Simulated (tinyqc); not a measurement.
Threshold-voltage variability of a planar MOSFET, analytic estimates: course of the iteration: margin in standard deviations for the wanted yield.

Three independent sources add in quadrature: random dopants in the depleted layer, metal-gate grains of two orientations, and roughness of the two gate edges acting through the roll-off VT = VT(long) - Vr exp(-L/l). These are first-order estimates: no three-dimensional electrostatics, no percolation.

Cells fail independently with probability Q(k) = erfc(k/sqrt(2))/2 when the margin is k standard deviations, and Y = exp(-Nb Q(k)). phi = exp(-k^2/2)/sqrt(2 pi). Newton steps on ln Q(k) = ln(-ln(Y)/Nb): k(new) = k + [ln Q - ln(-ln(Y)/Nb)] Q/phi.

Stop when k changes by less than 1e-9, or after 30 iterations.

Inputs (values chosen for the exercise): number of cells Nb = 1048576; wanted yield Y = 0.994.

k at the start = 3

Course of the iteration:
```
iteration	k	|change|
1	6.76724	3.77
2	5.78686	0.980
3	5.70781	0.0790
4	5.70730	5.18e-4
5	5.70730	2.23e-8
6	5.70730	< 1e-12
```

Did this iteration meet its convergence test, and what does its course show?

Yes. Converged in 6 iterations. At the end the number of correct digits about doubles with each step. With s(dVT) = 18.9 mV, 5.71 standard deviations are 108 mV.

Range of the model: gI s exceeds 0.2, so the linear formula for the current mismatch is only a rough guide.

Numbers from tinyqc (`OMP_NUM_THREADS=1 python tinyqc.py 2090041 2090042 out.jsonl`; about 0.01 s on one thread of a shared Intel Xeon 2.30GHz).
